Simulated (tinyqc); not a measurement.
Energy and delay of logic against supply voltage: energy and delay against supply voltage.

One expression serves below and above threshold: I(Vg) = Ik [ln(1 + exp((Vg - VT + dd V)/(al nf Vt)))]^al, with I_on = I(V) and I_off = I(0). Gate delay td = kd C V/I_on, clock period LD td. Per gate and cycle the switching energy is act C V^2 and the leakage energy I_off V LD td. No short-circuit current, no variation. Minima are sought above 0.09 V; below a few Vt gates no longer switch and the model has no meaning.

EDP = energy times td.

Inputs (values chosen for the exercise); values of the order met in logic technologies:

| symbol | value | unit | meaning |
|---|---|---|---|
| T | 250 | K | temperature |
| VT | 0.37 | V | threshold voltage at zero drain bias |
| nf | 1.32 |  | slope factor |
| dd | 0.06 |  | barrier lowering per volt of supply |
| Ik | 0.45 | uA | specific current of a gate |
| al | 1.56 |  | exponent of the current law |
| C | 2 | fF | load capacitance of a gate |
| kd | 0.6 |  | delay factor |
| LD | 30 |  | logic depth |
| act | 0.05 |  | activity factor |

Constants: q = 1.602176634e-19 C, kB = 1.380649e-23 J/K, Vt = kB T/q. Results are converted to the units shown.

Results:
```
V (V),I_on (uA),I_off (nA),td (ps),switching (aJ),leakage (aJ),energy (aJ),EDP (fJ ps)
0.15,2.679e-4,0.001380,6.720e5,2.250,4.173,6.423,4316
0.27,0.02114,0.001778,1.532e4,7.290,0.2207,7.511,115.1
0.38,0.5443,0.002242,837.8,14.44,0.02141,14.46,12.12
0.62,8.295,0.003720,89.70,38.44,0.006205,38.45,3.448
0.73,14.11,0.004691,62.09,53.29,0.006378,53.30,3.309
0.85,21.63,0.006042,47.16,72.25,0.007266,72.26,3.408
0.97,30.24,0.007782,38.50,94.09,0.008718,94.10,3.623
1.08,39.00,0.009814,33.23,116.6,0.01057,116.7,3.877
1.2,49.43,0.01264,29.13,144.0,0.01326,144.0,4.195
```

Estimate the missing row, V = 0.5 V.

Computed row:
```
V (V),I_on (uA),I_off (nA),td (ps),switching (aJ),leakage (aJ),energy (aJ),EDP (fJ ps)
0.5,3.368,0.002888,178.2,25.00,0.007718,25.01,4.456
```

With this row back in the table: td falls from 6.72e5 to 29.1 ps; the energy rises from 6.42 to 144 aJ and the EDP goes from 4320 through a minimum of 3.31 (at V = 0.73 V among the rows listed) to 4.20 fJ ps. The exact minima lie at V = 0.192 V for the energy and 0.727 V for the EDP. Going from 1.2 V to the energy minimum saves a factor of 27.3 in energy and costs a factor of 6240 in delay. Below the minimum the leakage energy rises faster than the switching energy falls, because the clock period grows so steeply.

Program tinyqc, `OMP_NUM_THREADS=1 python tinyqc.py 2082048 2082049 out.jsonl`; Intel Xeon 2.30GHz, shared host, one thread, about 0.01 s.
